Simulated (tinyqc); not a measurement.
Inside a calculation. Model: thermal displacements in the Debye model: Debye-Waller factors, bond-length spread and the Lindemann rule. Computed by tinyqc, a small Python program that keeps every step. Command: `OMP_NUM_THREADS=1 python tinyqc.py 3002153 3002154 out.jsonl debyewaller walk`. One thread of a shared host (Intel(R) Xeon(R) Processor @ 2.30GHz), about 0.01 s of CPU time with the checks. Intermediate numbers are printed to about 7 digits and carried at full precision; extremes and crossings named in words are read from the listed rows.

A Debye spectrum with three branches of one velocity, cut at k_B Theta; 4 atoms per cube, nearest neighbours at d = 0.707107 a.

Inputs (values chosen for the exercise, modelled on nickel):
```
quantity                     value        unit
atomic mass M                58.69           u
Debye temperature Theta        404           K
lattice constant a           3.524    angstrom
temperature T                  150           K
Lindemann ratio x_L           0.11           -
gamma-ray energy E            23.9         keV
photoelectron wave number k    4.7  1/angstrom
```

Structure: fcc.

reflection (h k l): 5  1  1

Constants: hbar^2/u = 4.18015928e-03 eV angstrom^2; k_B = 8.617333262e-05 eV/K; e = 1.602176634e-19 C; u = 1.6605390666e-27 kg; c = 299792458 m/s; hbar = 6.582119569e-16 eV s.

## Mean-square displacement

<u_x^2> = (3 hbar^2/(2 M k_B Theta)) int_0^1 s coth(s Theta/(2T)) ds (64 Gauss-Legendre points); it tends to 3 hbar^2/(4 M k_B Theta) at T = 0 and to 3 hbar^2 T/(M k_B Theta^2) at high T. B = 8 pi^2 <u_x^2>.

<u_x^2> = 0.002708273 angstrom^2

zero-point value = 0.001534390 angstrom^2

classical value = 0.002278797 angstrom^2

B factor = 0.2138367 angstrom^2

The zero-point value is 56.7 % and the classical value 84.1 % of the full result; the two are limits, not parts that add.

## Loss of Bragg intensity

G = 2 pi sqrt(h^2 + k^2 + l^2)/a; the intensity is multiplied by exp(-2W), 2W = G^2 <u_x^2>; the loss goes into thermal diffuse scattering.

|G| = 9.264582 1/angstrom

2W = 0.2324578

intensity factor exp(-2W) = 0.7925832

## Recoil-free fraction

A nucleus of this mass is supposed to emit a gamma ray of the energy chosen: recoil energy E_R = E^2/(2 M c^2), wave number k_g = E/(hbar c), recoil-free fraction f = exp(-k_g^2 <u_x^2>).

recoil energy = 5.224222 meV

k_g = 12.11188 1/angstrom

recoil-free fraction f = 0.6721344

E_R is 0.15 k_B Theta.

## Spread of the bond length

Correlated Debye model: sigma^2 = (3 hbar^2/(M k_B Theta)) int_0^1 s coth(s Theta/(2T)) [1 - sin(s q_D R)/(s q_D R)] ds for two atoms at distance R, q_D = (6 pi^2 n)^(1/3), n atoms per volume; uncorrelated motion would give 2 <u_x^2>. An EXAFS amplitude is damped by exp(-2 k^2 sigma^2).

sigma^2 of the nearest bond = 0.003643474 angstrom^2

correlation 1 - sigma^2/(2 <u_x^2>) = 0.3273437

EXAFS damping = 0.8513187

Neighbours move partly together, which removes 33 % of the uncorrelated spread.

## Lindemann melting temperature

Melting is placed where sqrt(3 <u_x^2>) = x_L d; the classical form gives T_m = M k_B Theta^2 (x_L d)^2/(9 hbar^2).

Lindemann T_m = 1645.757 K

classical T_m = 1648.510 K

ratio sqrt(3 <u_x^2>)/d at T = 0.03617312

The rule is empirical: x_L is fitted within a family of like crystals, and T_m goes as its square.

## Displacements against temperature

The correlation is 1 - sigma^2/(2 <u_x^2>); exp(-2W) uses 2W = G^2 <u_x^2>.

Displacements (angstrom^2):
```
T (K)      <u_x^2>     classical  sigma^2 at d  sigma^2 at 2d   exp(-2W)
12     0.001543297  1.823038e-04   0.002642227    0.002926761  0.8759336
40     0.001633332  6.076792e-04   0.002662767    0.002983990  0.8691905
81     0.001930118   0.001230550   0.002860662    0.003355462  0.8473285
140    0.002582887   0.002126877   0.003507238    0.004334786  0.8011592
220    0.003645324   0.003342235   0.004708928    0.006010179  0.7313324
320    0.005073334   0.004861433   0.006402106    0.008298881  0.6469690
480    0.007434639   0.007292150   0.009259642     0.01210910  0.5282775
730     0.01118421    0.01109014    0.01384180     0.01817877  0.3829049
890     0.01359809    0.01352086    0.01680211     0.02209075  0.3112502
```

The classical line is within 5 % from T = 320 K (T/Theta = 0.79) on. The correlation of nearest neighbours grows from 0.14 to 0.38, since thermal motion weights long waves, which move neighbours together, more than zero-point motion does; at 2d it ends at 0.19. The reflection keeps 88 % of its intensity at the lowest T and 31 % at the highest.

Checks made by the program: high-temperature series <u^2> = classical x (1 + (Theta/T)^2/36) at T = 5 Theta (relative difference 4e-07).
